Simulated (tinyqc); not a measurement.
Comparisons within one model: phonon-assisted absorption at an indirect gap. A value that a table varies takes the place of the one given here.

alpha(E) = sum_j A_j [N_j (E - Eg + w_j)^2 + (N_j + 1)(E - Eg - w_j)^2], each bracket counted only where its base is positive; N_j = 1/(exp(w_j/kB T) - 1). The first term absorbs a phonon and the second emits one; excitons and direct transitions are left out.

Photodiode (Gaertner form with a dead layer): QE = (1 - R) exp(-alpha xj) [1 - exp(-alpha W)/(1 + alpha L)], R = ((nr - 1)/(nr + 1))^2; responsivity = QE/E in A/W for E in eV.

Constants: kB = 8.617333262e-05 eV/K.

Values chosen for the exercise (loosely those of SiC at room temperature; Eg is not tied to T; the results hold for these values, not for the real material): Eg = 3.173 eV (indirect gap, held fixed unless listed); w = (68, 46.4) meV (two zone-edge phonons); A = (3000, 520) 1/(cm eV^2) (their strengths); T = 200 K; nr = 2.81 (refractive index); xj = 0.32 micrometre (dead layer at the surface); W = 0.55 micrometre (depleted width); L = 120 micrometre (minority diffusion length below it); E = 3.314 eV (photon energy).

## The square root of alpha at three temperatures

The gap is held fixed, so only the phonon occupations change.

sqrt(alpha) (1/cm^(1/2)):
```
E - Eg (eV)    77 K   150 K   450 K
-0.04         0.010   0.113   0.708
-0.02         0.024   0.215   1.267
0.00          0.039   0.323   1.841
0.02          0.054   0.432   2.420
0.04          0.069   0.541   3.002
0.07          0.557   0.899   3.930
0.10          2.140   2.320   5.331
0.15          5.078   5.228   8.423
0.20          8.037   8.196  11.815
0.30         13.965  14.163  18.850
0.45         22.863  23.130  29.579
0.60         31.763  32.102  40.370
```

Below the gap only phonon absorption acts: at E - Eg = -0.02 eV sqrt(alpha) is 0.024, 0.215 and 1.267 at 77, 150 and 450 K. A straight line through the last two rows meets the axis at E - Eg = +0.0647, +0.0633 and +0.0388 eV: the intercept is roughly a weighted mean of the thresholds, not the gap, and it moves from the emission side towards Eg as the occupations grow. At the last row alpha grows by a factor 1.62 from the lowest to the highest temperature at fixed gap.

## Spectral response

Response:
```
E (eV)  wavelength (nm)  alpha (1/cm)  1/alpha (micrometre)  dead layer  collected     QE    A/W
3.19                389         0.579              1.73e+04       1.000      0.007  0.005  0.002
3.23                384          1.39              7.19e+03       1.000      0.016  0.013  0.004
3.29                377          13.2                   760       1.000      0.137  0.106  0.032
3.37                368          70.0                   143       0.998      0.458  0.354  0.105
3.47                357           208                  48.1       0.993      0.717  0.552  0.159
3.62                342           554                  18.1       0.982      0.873  0.664  0.183
3.82                325      1.28e+03                  7.84       0.960      0.943  0.701  0.183
4.07                305      2.59e+03                  3.85       0.920      0.973  0.693  0.170
4.37                284      4.79e+03                  2.09       0.858      0.987  0.656  0.150
4.77                260      8.76e+03                  1.14       0.756      0.994  0.582  0.122
```

QE is highest, 0.701, at 3.82 eV of those listed and the responsivity at 3.62 eV; reflection alone caps QE at 0.774. Near the gap weak absorption limits it (collected share 0.007); at the top the dead layer passes 0.756. Far above the gap the quadratic law and a constant index are only rough.

## What moves the response

At the energy E. Each row changes one parameter from the base and keeps the others.

Results:
```
case                  alpha (1/cm)      QE
base                         25.21  0.1805
Eg = 3.153 eV                38.51  0.2456
T = 250 K                    30.19  0.2066
W = 1.1 micrometre           25.21  0.1813
L = 60 micrometre            25.21  0.1026
xj = 0.64 micrometre         25.21  0.1803
nr = 2.95                    25.21  0.1763
```

The largest shifts from the base row, up to three for each result and ties (the steps differ in size, so this ranks the rows, not the parameters). alpha (1/cm): Eg +13.3, T +4.98; unchanged at the printed digits by W, L, xj and nr. QE: L -0.0779, Eg +0.0651, T +0.0262.

(tinyqc, `OMP_NUM_THREADS=1 python tinyqc.py 1651480 1651481 out.jsonl`, Intel(R) Xeon(R) Processor @ 2.30GHz, 1 thread, shared host, about 0.01 s.)
